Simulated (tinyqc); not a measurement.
# Surface potential of a MOS transistor: implicit equation and explicit approximations: accuracy of the approximations against gate voltage

p-type body, charge-sheet picture, depletion and inversion only, full ionisation (an idealisation for deep acceptors), Boltzmann statistics (rough once Na exp(x - xn) passes about Nc/7). In units of Vt: xg = (Vg - Vfb)/Vt, x = psi/Vt, G = gamma/sqrt(Vt), xn = (2 phiF + Vc)/Vt. The implicit equation is (xg - x)^2 = G^2 [x - 1 + exp(x - xn)] for x above about 3. Cox = eps0 eox/tox.

ni = sqrt(Nc Nv) exp(-Eg/(2 Vt)), Eg in volts; phiF = Vt ln(Na/ni); gamma = sqrt(2 q eps0 eps_r Na)/Cox; VT = Vfb + Vt (xn + G sqrt(xn - 1)). Depletion value a = 1 + [sqrt(G^2/4 + xg - 1) - G/2]^2; inversion value b = xn + ln[(xg - xn)^2/G^2 - xn + 1] and first guess y = min(a, b) - ln(1 + exp(-|a - b|)) if a > xn + 1, else b = y = a; one second-order correction with D = exp(y - xn), p = 2 (xg - y) + G^2 (1 + D), w = (xg - y)^2 - G^2 (y - 1 + D): z = y + 2 w/(p + sqrt(p^2 - 2 (2 - G^2 D) w)), or the Newton step z = y + w/p where the root is not real. N_inv = (Cox Vt G/q) [sqrt(x - 1 + exp(x - xn)) - sqrt(x - 1)] at the root. Lambert form (Cox m Vt/q) W0[(G/(2 m sqrt(xn - 1))) exp((Vg - VT)/(m Vt))], m = 1 + G/(2 sqrt(xn - 1)). Errors under 1e-4 mV, and the linear form below VT, are printed as 0.

Parameters, values chosen for the exercise; band and dielectric values close to those of silicon: temperature T = 400 K; band gap Eg = 1.11 eV; relative permittivity eps_r = 11.9; conduction-band density of states at T Nc = 4.3e19 cm^-3; valence-band density of states at T Nv = 4.16e19 cm^-3; relative permittivity of the gate insulator (close to silicon nitride) eox = 7.59; insulator thickness tox = 9.7 nm; acceptor density Na = 8.4e16 cm^-3; flat-band voltage Vfb = -1 V; channel-body voltage Vc = 0 V.

Constants: q = 1.602176634e-19 C, kB = 1.380649e-23 J/K, Vt = kB T/q, eps0 = 8.8541878128e-14 F/cm where lengths are in cm. Results are converted to the units shown.

Results:

| Vg (V) | psi (V) | x - xn | error of y (mV) | error of z (mV) | N_inv (cm^-2) | Cox (Vg - VT)/q (cm^-2) | Lambert form (cm^-2) |
|---|---|---|---|---|---|---|---|
| -0.52 | 0.3446 | -9.761 | 3.56e-4 | 0 | 1.875e6 | 0 | 1.029e6 |
| -0.32 | 0.5120 | -4.906 | 0.0382 | 0 | 1.940e8 | 0 | 1.589e8 |
| -0.12 | 0.6798 | -0.03810 | 4.31 | -1.36e-3 | 2.144e10 | 1.490e10 | 2.166e10 |
| 0.08 | 0.7856 | 3.033 | 26.2 | -5.07 | 3.619e11 | 8.797e11 | 3.903e11 |
| 0.28 | 0.8304 | 4.333 | 24.8 | -6.16 | 1.006e12 | 1.745e12 | 1.080e12 |
| 0.48 | 0.8574 | 5.115 | 19.7 | -1.96 | 1.739e12 | 2.609e12 | 1.853e12 |
| 0.68 | 0.8768 | 5.678 | 16.5 | -0.980 | 2.509e12 | 3.474e12 | 2.656e12 |
| 1.08 | 0.9045 | 6.482 | 12.6 | -0.384 | 4.103e12 | 5.204e12 | 4.303e12 |

Estimate the missing row, Vg = 0.88 V.

Computed row:

| Vg (V) | psi (V) | x - xn | error of y (mV) | error of z (mV) | N_inv (cm^-2) | Cox (Vg - VT)/q (cm^-2) | Lambert form (cm^-2) |
|---|---|---|---|---|---|---|---|
| 0.88 | 0.8920 | 6.119 | 14.2 | -0.584 | 3.299e12 | 4.339e12 | 3.475e12 |

With this row back in the table: psi rises from 0.345 to 0.905 V and ends 6.5 Vt above 2 phiF + Vc. Among the rows the first guess is off by at most 26 mV (at Vg = 0.08 V) and the corrected value by at most 6.2 mV. In the last row the linear form is 27 % above N_inv and the Lambert form 4.9 % above it; in the first row the Lambert form is 45 % below it. For Vg = 0.28, 0.48, 0.68, 0.88, 1.08 the electron quasi-Fermi level lies less than 2 Vt below the band edge at the surface, or above it, where degeneracy and confinement, left out, matter.

Computed by the program tinyqc: `OMP_NUM_THREADS=1 python tinyqc.py 2122008 2122009 out.jsonl`, one thread of a shared Intel Xeon 2.30GHz, about 0.01 s for the whole run.
